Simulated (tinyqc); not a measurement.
Full result against the linear law: strain, valley repopulation and piezoresistance in a many-valley conduction band. Computed by tinyqc, a small Python program. Command: `OMP_NUM_THREADS=1 python tinyqc.py 3007686 3007687 out.jsonl valleys walk`. One thread of a shared host (Intel(R) Xeon(R) Processor @ 2.30GHz), about 0.03 s of CPU time with the checks.

Valleys are ellipsoids with mass m_l along the axis a and m_t across it, parabolic, with one constant relaxation time; strain shifts the valleys and leaves the masses alone. Currents are taken along [100], in the plane, and along [001], across the plane.

Inputs (values chosen for the exercise, modelled on silicon):
```
quantity                               value    unit
longitudinal mass m_l                  0.934     m_0
transverse mass m_t                    0.195     m_0
shear deformation potential Xi_u        8.93      eV
dilation deformation potential Xi_d      1.1      eV
C11                                      167     GPa
C12                                     64.6     GPa
C44                                     79.2     GPa
electron density n                   1.6e+16  1/cm^3
relaxation time tau                      250      fs
temperature T                             77       K
```

Valley axes: <100> (6 valleys in 3 pairs). Load: biaxial in the (001) plane.

Constants: k_B = 8.617333262e-05 eV/K; m_0 = 9.1093837015e-31 kg; k_B = 1.380649e-23 J/K; hbar = 1.054571817e-34 J s; e = 1.602176634e-19 C.

Method:
- Each of the 6 valleys holds n_v = N_v (2/sqrt(pi)) F_1/2((E_F - dE_v)/(k_B T)), N_v = 2 (m_d k_B T/(2 pi hbar^2))^(3/2), m_d = (m_l m_t^2)^(1/3); E_F solves sum n_v = n and is counted from the unstrained edge.
- F_j(eta) = int_0^infinity x^j/(1 + exp(x - eta)) dx, without a gamma-function factor. It is evaluated after integrating by parts.
- Integrals over x = E/(k_B T) use 160 Gauss-Legendre points in u = sqrt(x) from 0 to sqrt(max(eta, 0) + 32).
- With eta_0 the reduced Fermi level without strain, r = F_-1/2(eta_0)/(2 F_1/2(eta_0)) (1 for a classical gas) and c = r (Xi_u/k_B T) (m_l - m_t)/(2 m_l + m_t): pi11 = -(2/3) c (S11 - S12), pi12 = -pi11/2, pi44 = 0, with S11 - S12 = 1/(C11 - C12).
- Compliances S11 = (C11 + C12)/((C11 - C12)(C11 + 2 C12)), S12 = -C12/((C11 - C12)(C11 + 2 C12)), S44 = 1/C44; stress sigma_xx = sigma_yy = X, all else 0; e_xx = S11 sigma_xx + S12 (sigma_yy + sigma_zz), e_xy = S44 sigma_xy/2 (tensor strain).
- Herring-Vogt shift of a valley with unit axis a: dE = Xi_d tr(e) + Xi_u a.e.a.
- Mobility tensor mu = e tau sum_v (n_v/n) [1/m_t + (1/m_l - 1/m_t) a a^T]; unstrained mu_0 = e tau (1/m_l + 2/m_t)/3; resistivity along d from the inverse tensor, rho_d = d.mu^-1.d/(n e), mobility along d = 1/(d.mu^-1.d); gauge pi_d = (rho_d/rho_0 - 1)/X.
- Linear theory: pi = pi11 + pi12 in the plane and 2 pi12 across it.

pi11 = -313.384 1e-11/Pa

pi12 = 156.692 1e-11/Pa

Resistance changes (%); at 2000 MPa the strain is near or above 1 %, where band warping, left out here, matters:
```
X (MPa)  splitting (meV)  largest share  first direction   linear  second direction   linear
-2000             174.41        0.50000           21.819   313.38            -26.37  -626.77
-1000              87.21        0.50000           21.819   156.69            -26.37  -313.38
-400               34.88        0.49870           21.611    62.68            -26.22  -125.35
-150               13.08        0.46740           16.832    23.50            -22.37   -47.01
-50                 4.36        0.39702            7.346     7.83            -12.04   -15.67
50                  4.36        0.49073           -7.798    -7.83             20.36    15.67
150                13.08        0.78163          -19.412   -23.50             92.96    47.01
400                34.88        0.98964          -26.071   -62.68            239.33   125.35
1000               87.21        1.00000          -26.374  -156.69            252.64   313.38
2000              174.41        1.00000          -26.374  -313.38            252.65   626.77
```

What follows from these numbers?

Along the first direction the linear law holds within 10 % for 2 of the 10 stresses, at -50.0, 50.0 MPa. At the largest compression the full change is +21.8 % against the linear +313.4 %, at the largest tension -26.4 % against -313.4 %: once the splitting is comparable with k_B T (or E_F) the populations no longer follow it linearly, and the change must saturate when the upper valleys are empty.

Extremes, crossings and ranges named in words are read from the listed rows.
